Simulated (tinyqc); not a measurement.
# Hexagonal on-chip spiral inductor, lumped pi model: two studies

Outer diameter do = di + 2 n wd + 2 (n - 1) sp, mean da = (do + di)/2, fill p = (do - di)/(do + di), length l = 3.464 n da. L = 2.33 mu0 n^2 da/(1 + 3.82 p), mu0 = 4 pi 1e-7 H/m. Rs = rho l/(wd delta (1 - exp(-th/delta))), delta = sqrt(rho/(pi f mu0)). Cs = n wd^2 eps0 eo/hu across the coil. At each end Cox = l wd eps0 eo/(2 ho) leads to the substrate branch Rsi = 2 rs he/(l wd) in parallel with Csi = l wd eps0 11.7/(2 he). With one end grounded Y = 1/(Rs + i w L) + i w Cs + 1/[1/(i w Cox) + 1/(1/Rsi + i w Csi)], w = 2 pi f; Q = -Im Y/Re Y. Eddy currents in neighbouring turns and in the substrate are left out.

Inputs (values chosen for the exercise); values of the order met in silicon radio-frequency processes: number of turns n = 1.5; line width wd = 15 um; space between turns sp = 3 um; inner diameter di = 40 um; metal thickness th = 2 um; metal resistivity rho = 3 uohm cm; oxide below the coil ho = 9.5 um; oxide between coil and underpass hu = 0.9 um; relative permittivity of the oxide eo = 4.1; substrate resistivity rs = 100 ohm cm; effective spreading depth in the substrate he = 50 um; frequency f = 3.1 GHz.

Constants: eps0 = 8.8541878128e-12 F/m. Results are converted to the units shown.

Each table varies one quantity; the others keep the values above.

## Quality factor against frequency

Apparent inductance Im(1/Y)/w; share of the loss Re(substrate branch)/Re Y.

Result of one run:

| f (GHz) | Rs (ohm) | w L/Rs | Q | apparent inductance (nH) | loss in the substrate (%) |
|---|---|---|---|---|---|
| 1.5 | 0.5019 | 3.255 | 3.254 | 0.1734 | 0.01080 |

What becomes of these results when the frequency f is changed from 1.5 to 6.8 GHz, all else the same?

Result of the changed run:

| f (GHz) | Rs (ohm) | w L/Rs | Q | apparent inductance (nH) | loss in the substrate (%) |
|---|---|---|---|---|---|
| 6.8 | 0.7409 | 9.996 | 9.926 | 0.1743 | 0.1556 |

The whole series:

| f (GHz) | Rs (ohm) | w L/Rs | Q | apparent inductance (nH) | loss in the substrate (%) |
|---|---|---|---|---|---|
| 1.5 | 0.5019 | 3.255 | 3.254 | 0.1734 | 0.01080 |
| 2.5 | 0.5590 | 4.871 | 4.866 | 0.1734 | 0.02769 |
| 4.1 | 0.6346 | 7.037 | 7.018 | 0.1737 | 0.06604 |
| 6.8 | 0.7409 | 9.996 | 9.926 | 0.1743 | 0.1556 |
| 11 | 0.8795 | 13.62 | 13.38 | 0.1758 | 0.3421 |
| 18 | 1.073 | 18.27 | 17.45 | 0.1801 | 0.7471 |
| 30 | 1.347 | 24.26 | 21.36 | 0.1935 | 1.637 |
| 48 | 1.683 | 31.07 | 22.00 | 0.2365 | 3.297 |
| 79 | 2.148 | 40.06 | 10.28 | 0.6246 | 6.745 |

Q goes from 3.25 through a maximum of 22.0 (at f = 48 GHz among the rows listed) to 10.3; the exact peak is 22.4 at 40.9 GHz and Q reaches zero at the self-resonance, 92.8 GHz. The share of the substrate rises from 0.0108 to 6.74 %, and the apparent inductance ends at 3.60 times L. At the peak the substrate takes 2.61 % of the loss. For f = 79 the coil is longer than 0.15 of a wavelength in the oxide, where one lumped section is rough.

## Effect of the oxide below the coil

Same model as above.

Peak Q and its frequency from a search over f; self-resonance where Im Y = 0; Q at the given f (negative beyond resonance).

The same in every row: L (nH) = 0.1733; do (um) = 88.00.

Results:

| ho (um) | peak Q | f of the peak (GHz) | self-resonance (GHz) | Q at f |
|---|---|---|---|---|
| 1 | 21.38 | 38.13 | 88.85 | 5.720 |
| 3 | 21.71 | 38.98 | 90.02 | 5.721 |
| 5 | 21.98 | 39.69 | 91.01 | 5.722 |
| 7 | 22.20 | 40.29 | 91.87 | 5.723 |
| 10 | 22.47 | 41.03 | 92.96 | 5.723 |
| 15 | 22.81 | 41.96 | 94.38 | 5.724 |

Estimate the missing row, ho = 2 um.

Computed row:

| ho (um) | peak Q | f of the peak (GHz) | self-resonance (GHz) | Q at f |
|---|---|---|---|---|
| 2 | 21.56 | 38.57 | 89.46 | 5.720 |

With this row back in the table: As ho goes from 1 to 15, L stays at 0.173 nH, the peak Q rises from 21.4 to 22.8, its frequency rises from 38.1 to 42.0 GHz and the self-resonance rises from 88.8 to 94.4 GHz.

Numbers from tinyqc (`OMP_NUM_THREADS=1 python tinyqc.py 2302074 2302075 out.jsonl`; about 0.01 s on one thread of a shared Intel Xeon 2.30GHz).
